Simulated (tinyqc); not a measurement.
# Tunnelling through a two-layer gate stack, WKB transmission and Tsu-Esaki current: several studies

Electrons leave the emitter at x = 0. Energies E (motion across the layers) are in eV from the emitter Fermi level; the collector Fermi level lies at -V and offers states at every E. No charge in the dielectric and no image force: F1 = V/(t1 + t2 eps1/eps2), F2 = F1 eps1/eps2; U = phi1 - F1 x in layer 1 and phi2 - F1 t1 - F2 (x - t1) in layer 2. With C = hbar^2/(2 m0), kappa = sqrt(m (U - E)/C) where U > E and 0 elsewhere; T(E) = exp(-S), S = 2 times the integral of kappa over x.

Parameters, values chosen for the exercise; layer 1 close to aluminium oxide, layer 2 close to hafnium oxide: temperature T = 350 K; Fermi energy of the emitter above its band bottom Ef = 0.21 eV; emitter mass in the supply function me = 1 m0; barrier of layer 1 above the emitter Fermi level at zero bias phi1 = 2.59 eV; tunnelling mass of layer 1 m1 = 0.41 m0; thickness of layer 1 t1 = 0.9 nm; relative permittivity of layer 1 eps1 = 9.15; barrier of layer 2 at zero bias phi2 = 1.51 eV; tunnelling mass of layer 2 m2 = 0.21 m0; thickness of layer 2 t2 = 1.8 nm; relative permittivity of layer 2 eps2 = 22.7; voltage across the dielectric V = 1 V.

Constants: q = 1.602176634e-19 C, kB = 1.380649e-23 J/K, hbar = 1.054571817e-34 J s, m0 = 9.1093837015e-31 kg, Vt = kB T/q, hbar^2/(2 m0) = 0.0380998212 eV nm^2. Results are converted to the units shown.

Each table varies one quantity; the others keep the values above.

## Effect of the thickness t1 at fixed voltage

Each layer adds (2/F) sqrt(m/C) [G(u at its left edge) - G(u at its right edge)] to S, with u = U - E (0 where negative) and G(u) = (2/3) u^1.5. J = J0 times the integral of T(E) N(E) dE, N = ln[(1 + exp(-E/Vt))/(1 + exp((-E - V)/Vt))], J0 = q^2 me m0 kB T/(2 pi^2 hbar^3) (times 1e-4 for A/cm^2 per eV), from E = -Ef to far above the barrier (T = 1 there), by quadrature converged to the digits shown.

Results:
```
t1 (nm),S at E = 0,T(E = 0),J (A/cm^2),mean E of the current (eV)
0.5,12.61,3.339e-6,648.8,-0.1076
0.67,14.12,7.406e-7,137.1,-0.1054
0.84,15.64,1.610e-7,28.48,-0.1032
1.01,17.18,3.452e-8,5.841,-0.1010
1.36,20.38,1.403e-9,0.2179,-0.09629
1.53,21.95,2.929e-10,0.04373,-0.09400
1.7,23.52,6.080e-11,0.008739,-0.09166
```

Estimate the missing row, t1 = 1.19 nm.

Computed row:
```
t1 (nm),S at E = 0,T(E = 0),J (A/cm^2),mean E of the current (eV)
1.19,18.82,6.678e-9,1.080,-0.09857
```

With this row back in the table: J falls from 649 to 0.00874 A/cm^2: 3.97 decades a nanometre between the first two rows and 4.11 between the last two. The exponent S alone gives dS/dt/ln 10 = 3.85 and 4.02. In 2 of the 8 rows a layer is thinner than 0.8 nm, a few atomic planes, where an effective mass is a rough description.

## Effect of the barrier height

Same model as above.

Effect of the barrier height:
```
phi1 (eV),S at E = 0,T(E = 0),J (A/cm^2),mean E of the current (eV)
1.3,13.16,1.921e-6,304.8,-0.09748
1.54,13.83,9.841e-7,160.4,-0.09897
1.79,14.46,5.240e-7,87.26,-0.1001
2.03,15.02,3.002e-7,50.82,-0.1010
2.27,15.54,1.786e-7,30.64,-0.1017
2.51,16.03,1.096e-7,19.01,-0.1022
2.76,16.51,6.768e-8,11.86,-0.1027
3,16.95,4.359e-8,7.704,-0.1031
```

J falls from 305 to 7.70 A/cm^2, on average 0.940 decades for each eV, while S rises from 13.2 to 16.9.

## Effect of the tunnelling mass m2

Same model as above.

Results:
```
m2 (m0),S at E = 0,T(E = 0),J (A/cm^2),mean E of the current (eV)
0.12,14.42,5.440e-7,107.0,-0.1082
0.15,15.07,2.859e-7,53.74,-0.1061
0.2,16.01,1.114e-7,19.62,-0.1030
0.31,17.73,1.988e-8,3.126,-0.09697
0.4,18.92,6.046e-9,0.8825,-0.09259
0.5,20.10,1.868e-9,0.2544,-0.08806
0.63,21.46,4.783e-10,0.06033,-0.08253
```

Estimate the missing row, m2 = 0.25 m0.

Computed row:
```
m2 (m0),S at E = 0,T(E = 0),J (A/cm^2),mean E of the current (eV)
0.25,16.84,4.857e-8,8.092,-0.1001
```

With this row back in the table: J falls from 107 to 0.0603 A/cm^2. S goes as m2^(0.24): only one of the two layers feels this mass, so the power is below 0.5.

Program tinyqc, `OMP_NUM_THREADS=1 python tinyqc.py 2540045 2540046 out.jsonl`; Intel Xeon 2.30GHz, shared host, one thread, about 0.04 s.
